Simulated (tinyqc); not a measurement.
Electron continuity equation in a given potential, Scharfetter-Gummel discretisation: two steps of the calculation.

Steady state in one dimension: J = q mu n E + q D dn/dx with E = -dpsi/dx and D = mu Vt, dJ/dx = q (n/tau - G), fixed densities nL and nR at the ends. The potential is given, psi = U (x/L)^2, and is not changed by the electrons.

Inputs (values chosen for the exercise); mobility close to that of indium phosphide at room temperature: temperature T = 325 K; electron mobility mu = 5000 cm^2/(V s); length of the region L = 0.24 um; density at x = 0 nL = 1.1e12 cm^-3; density at x = L nR = 1.9e11 cm^-3; lifetime tau = 7.8e-12 s; uniform generation rate G = 0 cm^-3 s^-1.

Constants: q = 1.602176634e-19 C, kB = 1.380649e-23 J/K, Vt = kB T/q. Results are converted to the units shown.

Problem 1. Tridiagonal system for the inner nodes. Row i (1 to 9): B(-d_(i-1)) n_(i-1) + b_i n_i + B(d_i) n_(i+1) = f_i with b_i = -B(-d_i) - B(d_(i-1)) - h^2/(D tau) and f_i = -G h^2/D; the known end values are moved to the right: f_1 loses B(-d_0) nL and f_9 loses B(d_9) nR. h = L/10, D = mu Vt.

```
interval     B(d_i)     B(-d_i)
0         1.0843714  0.92012284
1         1.2665246  0.77377894
2         1.4662029  0.64496012
3         1.6826754  0.53293549
4         1.9149125  0.43667540
5         2.1616552  0.35492103
6         2.4214936  0.28626229
7         2.6929438  0.22921530
8         2.9745179  0.18229234
9         3.2647821  0.14405938
```

Find: diagonal b; right side f.

Solution 1.

```
node  diagonal b  right side f (cm^-3)
1         -1.863             -1.012e12
2         -1.917                     0
3         -2.004                     0
4         -2.125                     0
5         -2.275                     0
6         -2.453                     0
7         -2.656                     0
8         -2.881                     0
9         -3.124             -6.203e11
```

Problem 2. Densities and current. B(d_i) and B(-d_i) are the Bernoulli factors of the potential steps, b and f the diagonal and right side. Solve B(-d_(i-1)) n_(i-1) + b_i n_i + B(d_i) n_(i+1) = f_i (end values already in f), then J_i = (q D/h) [n_(i+1) B(d_i) - n_i B(-d_i)], h = L/10, D = mu Vt.

```
interval     B(d_i)     B(-d_i)
0         1.0843714  0.92012284
1         1.2665246  0.77377894
2         1.4662029  0.64496012
3         1.6826754  0.53293549
4         1.9149125  0.43667540
5         2.1616552  0.35492103
6         2.4214936  0.28626229
7         2.6929438  0.22921530
8         2.9745179  0.18229234
9         3.2647821  0.14405938
```

```
node  diagonal b  right side f (cm^-3)
1     -1.8634239         -1.0121351e12
2     -1.9167583                     0
3     -2.0044120                     0
4     -2.1246244                     0
5     -2.2751070                     0
6     -2.4531911                     0
7     -2.6559825                     0
8     -2.8805096                     0
9     -3.1238508         -6.2030860e11
```

Give: n; J.

Solution 2.

n, node 0 to 10 (cm^-3): [1.100e12, 1.448e12, 1.332e12, 9.766e11, 6.529e11, 4.526e11, 3.445e11, 2.826e11, 2.421e11, 2.127e11, 1.900e11]
J, interval 0 to 9 (A/cm^2): [5.219, 5.291, 5.356, 5.404, 5.437, 5.459, 5.476, 5.490, 5.502, 5.512]

Range of the model: The drift velocity mu E exceeds 1e7 cm/s somewhere, where real mobilities no longer stay constant.

Computed by the program tinyqc: `OMP_NUM_THREADS=1 python tinyqc.py 2220029 2220030 out.jsonl`, one thread of a shared Intel Xeon 2.30GHz, about 0.01 s for the whole run.
